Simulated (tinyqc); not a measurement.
Froehlich polaron in a polar crystal: one step, computed by the program tinyqc.

One electron in a parabolic band of mass m*, coupled to dispersionless LO phonons in the continuum model. Energies are in units of hbar omega unless marked, wave numbers in k_0 = sqrt(2 m* omega/hbar).

Question. Second-order perturbation theory. At T = 0 and k < k_0: E(k) = (k/k_0)^2 - alpha arcsin(k/k_0)/(k/k_0); so E(0) = -alpha, 1/m_p = (1 - alpha/6)/m*, and the mean number of phonons in the cloud at k = 0 is alpha/2. The Lee-Low-Pines variational state gives the same E(0) and m_p = m* (1 + alpha/6).

Inputs (values chosen for the exercise, modelled on sodium chloride): LO phonon energy hbar omega = 32.3 meV; electron wave number k/k_0 = 0.81.

coupling constant alpha = 3.861278

Give: energy shift at k = 0; E(k); m*/m_p, second order; m_p/m*, Lee-Low-Pines; phonons in the cloud.

Answer.

energy shift at k = 0 = -124.72 meV

E(k) = -3.8447 hbar omega

m*/m_p, second order = 0.35645

m_p/m*, Lee-Low-Pines = 1.6435

phonons in the cloud = 1.9306

Caution: second-order results are out of their range at this coupling; the perturbative mass diverges at alpha = 6.
